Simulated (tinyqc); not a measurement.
Inputs raised by 10 %, one at a time: liquidus of a compound AB in a simple-solution melt, liquid-phase epitaxy and vapour pressures. Computed by tinyqc, a small Python program. Command: `OMP_NUM_THREADS=1 python tinyqc.py 3011406 3011407 out.jsonl liq35 sens`. One thread of a shared host (Intel(R) Xeon(R) Processor @ 2.30GHz), about 0.02 s of CPU time with the checks.

x is the atom fraction of B in the melt. The melt is a simple solution: R T ln gamma_B = W (1 - x)^2, R T ln gamma_A = W x^2, W = a + b T. The solid AB is stoichiometric.

Inputs (values chosen for the exercise, modelled on GaSb for the melt):

| quantity | value | unit |
|---|---|---|
| melting point T_F | 983 | K |
| entropy of fusion S_F | 66.6 | J/(mol K) |
| interaction a | 19.8 | kJ/mol |
| interaction slope b | -25 | J/(mol K) |
| saturation temperature T | 632 | K |
| step dT | 2.6 | K |
| cooling rate c | 0.66 | K/min |
| growth time t | 0.93 | min |
| diffusivity in the melt D | 4.6e-05 | cm^2/s |
| molar volume of the melt V_L | 12.1 | cm^3/mol |
| lattice constant a0 | 6.096 | angstrom |
| melt depth w | 4.4 | mm |

Growth programme: ramp cooling.

Constants: R = 8.314462618 J/(mol K); N_A = 6.02214076e+23 1/mol; k_B = 8.617333262e-05 eV/K.

Method:
- Liquidus (Vieland): f(x) = R T ln[4 x (1 - x)] + 2 W (1/2 - x)^2 + S_F (T_F - T) = 0.
- Newton steps with f' = (1 - 2x)[R T/(x (1 - x)) - 2 W], from the dilute estimate x = (1/4) exp[-(S_F (T_F - T) + W/2)/(R T)]; stop below 1e-13; f under 1e-6 shown as 0.
- dx/dT = -(df/dT)/f', df/dT = R ln[4 x (1 - x)] + 2 b (1/2 - x)^2 - S_F, f' = (1 - 2x)[R T/(x (1 - x)) - 2 W]. Concentrations: C_L = x N_A/V_L in the melt, C_S = 4/a0^3 in the solid; m = dT/dC_L.
- Semi-infinite melt (Hsieh): step d = 2 dT sqrt(D t/pi)/(C_S m); ramp d = (4/3) c sqrt(D/pi) t^(3/2)/(C_S m); supercooling is their sum. A melt of depth w can give at most w (undercooling)/(C_S m).

Runs:

| input moved | from | to | solubility x | dx/dT (1/K) | thickness d (micrometre) | apparent heat of solution k_B T^2 d ln x/dT (eV) |
|---|---|---|---|---|---|---|
| base run | - | - | 0.0020082 | 4.5758e-05 | 0.030172 | 0.78428 |
| entropy of fusion S_F (J/(mol K)) | 66.6 | 73.26 | 0.0012847 | 3.1772e-05 | 0.020949 | 0.85121 |
| interaction a (kJ/mol) | 19.8 | 21.78 | 0.0016640 | 3.8432e-05 | 0.025341 | 0.79497 |
| interaction slope b (J/(mol K)) | -25 | -27.5 | 0.0023326 | 5.3111e-05 | 0.035020 | 0.78369 |
| step dT (K) | 2.6 | 2.86 | 0.0020082 | 4.5758e-05 | 0.030172 | 0.78428 |
| growth time t (min) | 0.93 | 1.023 | 0.0020082 | 4.5758e-05 | 0.034809 | 0.78428 |
| diffusivity in the melt D (cm^2/s) | 4.6e-05 | 5.06e-05 | 0.0020082 | 4.5758e-05 | 0.031644 | 0.78428 |
| molar volume of the melt V_L (cm^3/mol) | 12.1 | 13.31 | 0.0020082 | 4.5758e-05 | 0.027429 | 0.78428 |

Exponents ln(y'/y) / ln(x'/x):

| input | solubility x | dx/dT | thickness d | apparent heat of solution k_B T^2 d ln x/dT |
|---|---|---|---|---|
| entropy of fusion S_F | -4.687 | -3.827 | -3.827 | 0.859 |
| interaction a | -1.973 | -1.831 | -1.831 | 0.142 |
| interaction slope b | 1.571 | 1.563 | 1.563 | -0.008 |
| step dT | 0.000 | 0.000 | 0.000 | 0.000 |
| growth time t | 0.000 | 0.000 | 1.500 | 0.000 |
| diffusivity in the melt D | 0.000 | 0.000 | 0.500 | 0.000 |
| molar volume of the melt V_L | 0.000 | 0.000 | -1.000 | 0.000 |

Which inputs matter most for each result?

Among the inputs moved here: solubility x answers most in size to entropy of fusion S_F (exponent -4.687), next to interaction a (-1.973); its exponent is below 0.0005 for step dT, growth time t, diffusivity in the melt D, molar volume of the melt V_L. dx/dT answers most in size to entropy of fusion S_F (exponent -3.827), next to interaction a (-1.831); its exponent is below 0.0005 for step dT, growth time t, diffusivity in the melt D, molar volume of the melt V_L. thickness d answers most in size to entropy of fusion S_F (exponent -3.827), next to interaction a (-1.831); its exponent is below 0.0005 for step dT. Its exponent +1.500 in growth time t: ramp cooling. Its exponent +0.500 in diffusivity in the melt D: diffusion-limited supply. Apparent heat of solution k_B T^2 d ln x/dT answers most in size to entropy of fusion S_F (exponent +0.859), next to interaction a (+0.142); its exponent is below 0.0005 for step dT, growth time t, diffusivity in the melt D, molar volume of the melt V_L.
